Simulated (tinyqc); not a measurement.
From results back to parameters: bond-orbital model of a tetrahedral semiconductor (Harrison's universal couplings). Three cases, with inputs chosen for the exercise.

Problem. In the bond-orbital model the bond-antibond splitting is 2 sqrt(V2^2 + V3^2), Z* = 4 ap - (Z - 4) with ap = V3/sqrt(V2^2 + V3^2), and V2 = 3.22 x 2c/d^2, c = hbar^2/2m0. The values below come from a hidden bond length and V3.

Constants: hbar^2/2m0 = 3.80998211 eV angstrom^2.

Find: V2, V3; d.

Method. ap = (Z* + Z - 4)/4; V3 = ap times half the splitting, V2 = sqrt(1 - ap^2) times it, and d = sqrt(6.44 c/V2).

Case 1.

Values chosen (out of a larger set: near tabulated values for AlN; the model gives trends, and its gaps can be far from the real ones; not measured data): Z = 5 (valence electrons of the anion).

splitting = 17.07914 eV
Z* = 1.37658 e

Solution.

V2, V3 (eV): 6.869  5.074

d = 1.890 angstrom

Case 2.

Values chosen (out of a larger set: near tabulated values for GaN; the model gives trends, and its gaps can be far from the real ones; not measured data): Z = 5 (valence electrons of the anion).

splitting = 16.36825 eV
Z* = 1.41810 e

Solution.

V2, V3 (eV): 6.519  4.947

d = 1.940 angstrom

Case 3.

Values chosen (out of a larger set: near tabulated values for SiC; the model gives trends, and its gaps can be far from the real ones; not measured data): Z = 4 (valence electrons of the anion).

splitting = 14.39886 eV
Z* = 1.05981 e

Solution.

V2, V3 (eV): 6.942  1.907

d = 1.880 angstrom

Computed by tinyqc, one run a case: `OMP_NUM_THREADS=1 python tinyqc.py N N+1 out.jsonl` with N = 1450807, 1450844, 1450904; one thread of a shared Intel(R) Xeon(R) Processor @ 2.30GHz, about 0.01 s a run at most.
